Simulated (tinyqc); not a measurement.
Three-level Kane dispersion of a narrow-gap semiconductor: one step. Fermi level and mass at a given density. Two cases, with inputs chosen for the exercise.

Problem. Compare EF - Ec with the parabolic value c kF^2/m0*.

Zero of energy at Gamma8, c = hbar^2/2m0, P^2 = Ep c. The free-electron term and remote bands are left out, so the heavy holes are flat at E = 0 and the other three bands obey E (E - Eg)(E + Dso) = P^2 k^2 (E + 2 Dso/3). The conduction band is the highest root; its edge is Ec = max(Eg, 0).

Degenerate electrons at T = 0: kF = (3 pi^2 n)^(1/3), 1 cm^-3 = 1e-24 angstrom^-3; EF is the highest root at kF. The momentum (cyclotron, optical) mass is m(E) = hbar^2 k/(dE/dk) = c d(k^2)/dE with d(k^2)/dE = k^2 [1/E + 1/(E - Eg) + 1/(E + Dso) - 1/(E + 2 Dso/3)]; the density of states is k d(k^2)/dE/(2 pi^2).

Edge mass m0* = Eg (Eg + Dso)/(Ep (Eg + 2 Dso/3)).
Constants: hbar^2/2m0 = 3.80998211 eV angstrom^2.

Case 1.

Values chosen (near those of GaSb; shifted at random, so the results belong to these values and not to a real crystal):
- Eg = 0.823 eV (E(Gamma6) - E(Gamma8))
- Dso = 0.79 eV (spin-orbit splitting)
- Ep = 27.8 eV (Kane energy)
- n = 1.1e+16 cm^-3 (electron density)

Case 2.

Values chosen (a gap close to zero; shifted at random, so the results belong to these values and not to a real crystal):
- Eg = 0.03 eV (E(Gamma6) - E(Gamma8))
- Dso = 0.97 eV (spin-orbit splitting)
- Ep = 19.3 eV (Kane energy)
- n = 3e+17 cm^-3 (electron density)

Give: kF; EF - Ec; parabolic value; m(EF); m(EF)/m0*; density of states at EF.

Solution.

Case 1.

kF = 0.00688 1/angstrom
EF - Ec = 0.0051 eV
parabolic value = 0.0051 eV
m(EF) = 0.03577 m0
m(EF)/m0* = 1.011
density of states at EF = 3.273e+18 1/(eV cm^3)

The parabola overstates EF - Ec by a factor of 1.01; (EF - Ec)/|Eg| = 0.01, and the two-level rule 1 + 2 (EF - Ec)/|Eg| = 1.012 estimates the mass ratio.

Case 2.

kF = 0.02071 1/angstrom
EF - Ec = 0.1360 eV
parabolic value = 0.7114 eV
m(EF) = 0.02129 m0
m(EF)/m0* = 9.270
density of states at EF = 5.864e+18 1/(eV cm^3)

The parabola overstates EF - Ec by a factor of 5.23; (EF - Ec)/|Eg| = 4.53, and the two-level rule 1 + 2 (EF - Ec)/|Eg| = 10.063 estimates the mass ratio.

Computed by tinyqc, one run a case: `OMP_NUM_THREADS=1 python tinyqc.py N N+1 out.jsonl` with N = 1050356, 1050395; one thread of a shared Intel(R) Xeon(R) Processor @ 2.30GHz, about 0.01 s a run at most.
